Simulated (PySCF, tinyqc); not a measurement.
Worked calculation: CISD on RHF in the sto-3g basis, for H4, spin multiplicity 1. The lowest restricted solution is unstable here: a spin-polarised one lies 0.1322 hartree lower (PySCF). One step of it, computed by the program tinyqc.

Task: Iteration 10 (converged): orbitals. Diagonalise F' = X^T F X, C = X C', fill 2 alpha and 2 beta electrons from the bottom; D = 2 C_occ C_occ^T. Each column has its largest component positive (the first on a tie).

converged F (hartree), lower triangle:
```
           1H 1s      2H 1s      3H 1s      4H 1s
1H 1s  -0.131476
2H 1s  -0.283248  -0.135143
3H 1s  -0.007985  -0.056510  -0.135143
4H 1s   0.004806  -0.007985  -0.283248  -0.131476
```

X, lower triangle:
```
           1H 1s      2H 1s      3H 1s     4H 1s
1H 1s   1.019961
2H 1s  -0.117115   1.022043
3H 1s   0.005302  -0.038152   1.022043
4H 1s  -0.000830   0.005302  -0.117115  1.019961
```

Give: F' = X^T F X; orbital energies; coefficients C; D after iteration 10.

Result:

F' = X^T F X (hartree), lower triangle:
```
        1       2       3       4
1  -0.071
2  -0.267  -0.071
3   0.007  -0.052  -0.071
4   0.003   0.007  -0.267  -0.071
```

orbital energies (hartree): MO1 -0.357, MO2 -0.323, MO3 0.166, MO4 0.229

coefficients C:
```
         MO1     MO2     MO3     MO4
1H 1s  0.423   0.477   0.589  -0.548
2H 1s  0.464   0.439  -0.524   0.614
3H 1s  0.464  -0.439  -0.524  -0.614
4H 1s  0.423  -0.477   0.589   0.548
```

D after iteration 10, lower triangle:
```
        1H 1s   2H 1s  3H 1s  4H 1s
1H 1s   0.814
2H 1s   0.812   0.816
3H 1s  -0.026   0.047  0.816
4H 1s  -0.098  -0.026  0.812  0.814
```
